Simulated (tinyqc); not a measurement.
Worked calculation: RHF in the sto-6g basis, for H3-, spin multiplicity 1. The basis has no diffuse functions, so it cannot describe the extra electron: this is an exercise in the method, not the real anion. One step of it, computed by the program tinyqc.

Task: Iteration 2: building the Fock matrix. J_ij = sum D_kl (ij|kl), K_ij = sum D_kl (ik|jl); F = H + J - 0.5 K; E = tr D H + tr D J / 2 - 0.25 tr D K + E_nn.

D after iteration 1, lower triangle:
```
          1H 1s      2H 1s     3H 1s
1H 1s  0.690192
2H 1s  0.444694   1.478474
3H 1s  0.297902  -1.162599  1.667878
```

core Hamiltonian H = T + V (hartree), lower triangle:
```
           1H 1s      2H 1s      3H 1s
1H 1s  -1.552939
2H 1s  -0.984075  -1.371468
3H 1s  -0.984119  -0.516559  -1.371487
```

Two-electron integrals (ij|kl) in chemists' order, unique and non-zero (hartree):
```
(11|11) 0.774999   (21|11) 0.337958   (21|21) 0.184331   (22|11) 0.497997
(22|21) 0.337958   (22|22) 0.774999   (31|11) 0.337976   (31|21) 0.150851
(31|22) 0.228126   (31|31) 0.184349   (32|11) 0.149675   (32|21) 0.080578
(32|22) 0.146055   (32|31) 0.080581   (32|32) 0.041649   (33|11) 0.498010
(33|21) 0.228119   (33|22) 0.353140   (33|31) 0.337976   (33|32) 0.146055
(33|33) 0.774999
```

nuclear repulsion = 1.48708923 hartree

Give: Coulomb J; exchange K; Fock matrix F; total energy of this density.

Result:

Coulomb J (hartree), lower triangle:
```
       1H 1s  2H 1s  3H 1s
1H 1s  2.256
2H 1s  1.180  2.175
3H 1s  1.191  0.586  2.223
```

exchange K (hartree), lower triangle:
```
       1H 1s  2H 1s  3H 1s
1H 1s  1.266
2H 1s  0.901  1.351
3H 1s  0.894  0.334  1.415
```

Fock matrix F (hartree), lower triangle:
```
        1H 1s   2H 1s  3H 1s
1H 1s   0.070
2H 1s  -0.255   0.128
3H 1s  -0.240  -0.098  0.144
```

total energy of this density = -1.16876 hartree
